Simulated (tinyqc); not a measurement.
Changing the volume V0 of phase 2: pressure-driven transition between two phases with analytic equations of state. Computed by tinyqc, a small Python program. Command: `OMP_NUM_THREADS=1 python tinyqc.py 3021891 3021892 out.jsonl transition sweep`. One thread of a shared host (Intel(R) Xeon(R) Processor @ 2.30GHz), about 0.01 s of CPU time with the checks.

Each phase obeys E = E0 + (B0 V/B') [(V0/V)^B'/(B' - 1) + 1] - B0 V0/(B' - 1), P = (B0/B') [(V0/V)^B' - 1]; E0 = 0 for phase 1 and Delta E0 for phase 2. H = E + P V.

Inputs (values chosen for the exercise, for two model phases): volume V0 of phase 1 = 14.9 angstrom^3/atom; B0 of phase 1 = 163 GPa; B' of phase 1 = 3.53; B0 of phase 2 = 210 GPa; B' of phase 2 = 4.09; energy of phase 2 above phase 1, Delta E0 = 0.26 eV/atom.

Equation of state: Murnaghan.

Constants: 1 eV/angstrom^3 = 160.2176634 GPa.

Method. If neither phase were compressed, P = Delta E0/(V0 of phase 1 - V0 of phase 2). Start from P = Delta E0/(V0 of phase 1 - V0 of phase 2); at each P solve P(V) = P for both phases and step P(new) = P - (H_2 - H_1)/(V_2 - V_1); stop when |H_2 - H_1| < 1e-10 eV. At the zero-temperature transition the volume change is V_2/V_1 - 1 and the work is P (V_1 - V_2).

One run for each value:
```
volume V0 of phase 2 (angstrom^3/atom)  transition pressure (GPa)  rigid estimate (GPa)  volume change (%)
10.4                                                        9.651                 9.257            -29.383
10.9                                                       10.945                10.414            -25.887
11.4                                                       12.650                11.902            -22.354
11.9                                                       15.008                13.886            -18.762
12.4                                                       18.506                16.663            -15.079
12.9                                                       24.321                20.828            -11.226
13.4                                                       36.462                27.771             -6.986
```

Over the rows, transition pressure (GPa) rises from 9.65 to 36.5 (exponent d ln y / d ln x 2.7 between the first rows and 11 between the last); rigid estimate (GPa) rises from 9.26 to 27.8 (exponent d ln y / d ln x 2.5 between the first rows and 7.6 between the last); volume change (%) rises from -29.4 to -6.99 (exponent d ln y / d ln x -2.7 between the first rows and -12 between the last). The smaller the volume gain, the more pressure is needed to pay Delta E0. Left out: 14.0, 14.5 (no transition within the range of the equations of state).

Caution (rows 13.4): the pressure is a large share of B0, where the result depends on the form of the equation of state.
